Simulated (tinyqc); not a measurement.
## Permittivity and interface capacitance from two thicknesses

Inverse problem. 1/C = t/(eps0 ek) + 2/ci for planar capacitors that differ only in thickness. Find ek, ci and the EOT of the interfaces, 2 x 3.9 eps0/ci.

Constants: eps0 = 8.8541878128e-14 F/cm where lengths are in cm. Results are converted to the units shown.

C at t = 6.6 and 20 nm (uF/cm^2): 5.0727044  1.6854492

Answer. 1/C is a straight line in t: the slope gives ek and the intercept 2/ci. A single thickness would give only the effective permittivity; when the interfaces are a small part of 1/C, ci needs very accurate data.

ek = 38.20
ci = 1000 uF/cm^2
EOT of the interfaces = 0.006906 nm

Numbers from tinyqc (`OMP_NUM_THREADS=1 python tinyqc.py 2102068 2102069 out.jsonl`; about 0.01 s on one thread of a shared Intel Xeon 2.30GHz).
